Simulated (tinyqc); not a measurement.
Potential-pH (Pourbaix) lines of a metal, its cation, its oxide and an oxyanion, with a complexing ligand. Changing the pH. Computed by tinyqc, a small Python program. Command: `OMP_NUM_THREADS=1 python tinyqc.py 3014414 3014415 out.jsonl pourb sweep`. One thread of a shared host (Intel(R) Xeon(R) Processor @ 2.30GHz), about 0.01 s of CPU time with the checks.

Potentials are against the standard hydrogen electrode; solids and water have unit activity; dG_f of M, H+ and the electron is zero; F = e N_A and s = R T ln(10)/F. The cation carries z = 3.

Inputs (values chosen for the exercise, modelled on gallium):
```
quantity                                      value      unit
dG_f of the cation                           -156.1    kJ/mol
dG_f of the oxide                           -999.33    kJ/mol
dG_f of the oxyanion                        -541.73    kJ/mol
dG_f of water                               -237.14    kJ/mol
temperature T                                298.15         K
log10 of the dissolved activity a                -3         -
potential E                                   -0.66         V
log10 of the stability constant beta of ML       11         -
pKa of HL                                       5.7         -
total ligand c_L                               0.14     mol/L
limiting current density i_L                  3e-05    A/cm^2
molar volume V_m                               11.8  cm^3/mol
```

Species: M, M3+, M2O3, MO2(-).

exchange current densities, metal and cathodic (A/cm^2): 2.7e-06  1.6e-10

Tafel slopes, anodic and cathodic (mV/decade): 55  145

Constants: R = 8.314462618 J/(mol K); e = 1.602176634e-19 C; N_A = 6.02214076e+23 1/mol.

Method:
- M3+ + 3e = M; (1/2) M2O3 + 3H+ + 3e = M + (3/2) H2O; MO2(-) + 4H+ + 3e = M + 2H2O. For each, E0 = -dG/(z F), and E = E0 + (s/z) log10 a - (s n_H/z) pH, with no activity term for the oxide.
- The metal is stable below the lowest of the three lines; above it, the species of the lowest line is stable. Water lines at 1 bar: hydrogen E = -s pH, oxygen E = -dG_f(water)/(2F) - s pH.
- The free ligand is c_L/(1 + 10^(pKa - pH)) (ligand in excess); dissolved metal is a in all, so the free cation is a/alpha, alpha = 1 + beta [L]; the cation line drops by (s/z) log10 alpha.
- Anodic i = i0a 10^((E - E_a)/b_a) with E_a the cation line with ligand; cathodic i = i0c 10^((E_c - E)/b_c) with E_c the oxygen line; supply caps the cathodic current, 1/i_c = 1/i(Tafel) + 1/i_L. E_corr makes the two currents equal. Without the cap it would be [b_c E_a + b_a E_c + b_a b_c log10(i0c/i0a)]/(b_a + b_c). Rate = i V_m/(z F). Films are left out.

One run for each value; columns: (1) pH; (2) upper limit of immunity (V); (3) cation line with ligand (V); (4) corrosion potential E_corr (V); (5) etch rate (nm/min); (6) log10 alpha:
```
(1)      (2)      (3)      (4)     (5)    (6)
1.0   -0.598  -0.7058  -0.6483  0.7338   5.45
2.5   -0.645  -0.7354  -0.6779  0.7338   6.95
4.0   -0.734  -0.7648  -0.7073  0.7338   8.44
5.5   -0.823  -0.7904  -0.7329  0.7338   9.73
7.0   -0.911  -0.7981  -0.7406  0.7338  10.12
8.5   -1.000  -0.7985  -0.7410  0.7338  10.15
10.0  -1.089  -0.7985  -0.7410  0.7337  10.15
11.5  -1.199  -0.7985  -0.7410  0.7336  10.15
13.0  -1.318  -0.7985  -0.7410  0.7331  10.15
```

Over the rows, upper limit of immunity (V) falls from -0.598 to -1.32; cation line with ligand (V) falls from -0.706 to -0.799; corrosion potential E_corr (V) falls from -0.648 to -0.741.

Caution (all rows): other oxidation states, hydroxides and hydrides are left out, and the lines say nothing of rates. Caution (rows 1.00, 2.50, 4.00, 5.50, 7.00, 8.50, 10.0, 11.5): E_corr lies below the hydrogen line, so hydrogen evolution, left out here, adds cathodic current. Caution (rows 5.50, 7.00, 8.50, 10.0): at this pH the oxide, not the cation, is the stable product, and a film would cut the rate. Caution (rows 11.5, 13.0): at this pH the oxyanion, not the cation, is the stable product, so this anodic line is not the one that acts.
